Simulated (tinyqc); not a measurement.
## Thermal resistances of a two-die stack

Problem. Heat leaves through the lower die only, and the system is linear. Find the resistance R1 from the lower die to the coolant, R2 between the dies, and the rise of the upper die when both are powered.

Inputs (values chosen for the exercise):

| symbol | value | unit | meaning |
|---|---|---|---|
| P1 | 46 | W | power of the lower die |
| P2 | 9.1 | W | power of the upper die |

rises of the lower and upper die with only the lower one powered (K): 34.96  34.96
rises of the lower and upper die with only the upper one powered (K): 6.916  7.917

Solution. With only the lower die powered no heat crosses R2, so both dies rise by P1 R1; the difference in the second test is P2 R2; rises add.

R1 = 0.7600 K/W
R2 = 0.1100 K/W
rise of the upper die = 42.88 K

Computed by the program tinyqc: `OMP_NUM_THREADS=1 python tinyqc.py 2162190 2162191 out.jsonl`, one thread of a shared Intel Xeon 2.30GHz, about 0.02 s for the whole run.
